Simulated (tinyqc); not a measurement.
MOSFET with velocity saturation and source resistance: one step of the calculation.

Strong inversion, charge Q = Cox (Vg - m V) at channel potential V with Vg the gate overdrive, and drift velocity v = mu E/(1 + mu E/vsat). Integrating along the channel gives I = mu Cox (1/L)(Vg Vd - m Vd^2/2)/(1 + Vd/Vc) per width, Vc = vsat L/mu, which peaks at Vdsat. Units: I in uA/um, Rs in ohm um, so the drop over Rs is 1e-6 I Rs volts.

Question. Saturation current with source resistance. Vg = Vgs - I Rs - VT (0 if negative), mu = mu0/(1 + th Vg), Vc = vsat L/mu, x = sqrt(1 + 2 Vg/(m Vc)), Vdsat = 2 Vg/(m (1 + x)), Isat = Cox vsat Vg (x - 1)/(x + 1) per width. I(new) = Isat.

Parameters, values chosen for the exercise: gate capacitance Cox = 0.85 uF/cm^2; mobility at low gate voltage mu0 = 210 cm^2/(V s); mobility degradation th = 0 1/V; saturation velocity vsat = 9.5e6 cm/s; body factor m = 1.19; threshold VT = 0.34 V; channel length L = 1 um; source resistance Rs = 100 ohm um; gate voltage Vgs = 1.8 V.

I at the start = 0 uA/um

Give: Vg; mu; Vc; Vdsat; Isat; I after iteration 1.

Answer.

Vg = 1.4600 V
mu = 210.00 cm^2/(V s)
Vc = 4.5238 V
Vdsat = 1.0945 V
Isat = 127.23 uA/um
I after iteration 1 = 127.23 uA/um

tinyqc, about 0.01 s, one thread, Intel Xeon 2.30GHz (shared host): `OMP_NUM_THREADS=1 python tinyqc.py 2500114 2500115 out.jsonl`
